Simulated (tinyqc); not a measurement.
Floating body of a partially depleted SOI transistor: body voltage and kink: two steps of the calculation.

Source at 0 V. Channel current Ic = 2 nf K Vt^2 [F(0) - F(Vd)](1 + la Vd), F(V) = ln^2(1 + exp((Vg - VT - nf V)/(2 nf Vt))), VT = VT0 - gb Vb. Saturation voltage Vs = 2 Vt sqrt(F(0)) + 3 Vt, excess Ve = (Vd - Vs + sqrt((Vd - Vs)^2 + 0.0004 V^2))/2, multiplication M1 = Ai Ve exp(-Bl/Ve). Each junction passes D(v) = J1 (exp(v/Vt) - 1) + J2 (exp(v/(2 Vt)) - 1). Bipolar current Ib = bb J1 (exp(Vb/Vt) - 1). The body settles where M1 (Ic + Ib) = D(Vb) + D(Vb - Vd) + Vb/Rb; drain current Id = (1 + M1)(Ic + Ib) - D(Vb - Vd).

Parameters, values chosen for the exercise; values of the order met in partially depleted silicon-on-insulator transistors:
- T = 358 K (temperature)
- VT0 = 0.49 V (threshold at zero body voltage)
- gb = 0.31 (fall of the threshold per volt of body voltage)
- nf = 1.47 (slope factor)
- K = 110 uA/(V^2 um) (gain factor per width)
- la = 0.03 1/V (channel-length modulation factor)
- Ai = 2.78 1/V (impact-ionisation prefactor)
- Bl = 7.3 V (impact-ionisation voltage)
- J1 = 4.6e-11 uA/um (diffusion saturation current of each junction)
- J2 = 1.2e-7 uA/um (recombination saturation current of each junction)
- bb = 1 (gain of the lateral bipolar transistor on the diffusion current)
- Rb = 1e9 kohm um (resistance of a weak body tie to the source (1e9 stands for no tie, and the term is then dropped))
- Vg = 0.99 V (gate voltage)
- Vd = 1.4 V (drain voltage)

Constants: q = 1.602176634e-19 C, kB = 1.380649e-23 J/K, Vt = kB T/q. Results are converted to the units shown.

Task 1. New Vb. Current into the body I_in = M1 (Ic + Ib) - D(Vb - Vd), current out I_out = D(Vb) + Vb/Rb; f = ln(I_in/I_out), s = df/dVb by central differences over 1e-5 V, Vb(new) = Vb - f/s.

Vb after iteration 1 = 0.57971076 V

Wanted: Ic; Ve; M1; I_in; I_out; f; s; Vb after iteration 2.

Result 1.

Ic = 18.015 uA/um
Ve = 0.84515 V
M1 = 4.1661e-4
I_in = 0.0075080 uA/um
I_out = 0.0081075 uA/um
f = -0.076816
s = -31.008 1/V
Vb after iteration 2 = 0.57723 V

Task 2. Drain current with floating and with grounded body. Id and VT at the converged Vb, Id at Vb = 0, their ratio, and the bipolar share Ib/(Ic + Ib).

converged Vb = 0.57722950 V

Find: VT; Id, floating; Id, grounded; ratio; bipolar share.

Result 2.

VT = 0.31106 V
Id, floating = 17.988 uA/um
Id, grounded = 9.7747 uA/um
ratio = 1.8402
bipolar share = 0.034195 %

The body rises to 0.577 V and lowers the threshold by 179 mV.

Range of the model: The multiplication law is an empirical form chosen for the exercise; self-heating and capacitive coupling to the body are left out, and the linear laws are rough once Vb passes about 0.7 V or M1 about 0.1.

Computed by the program tinyqc: `OMP_NUM_THREADS=1 python tinyqc.py 2182010 2182011 out.jsonl`, one thread of a shared Intel Xeon 2.30GHz, about 0.2 s for the whole run.
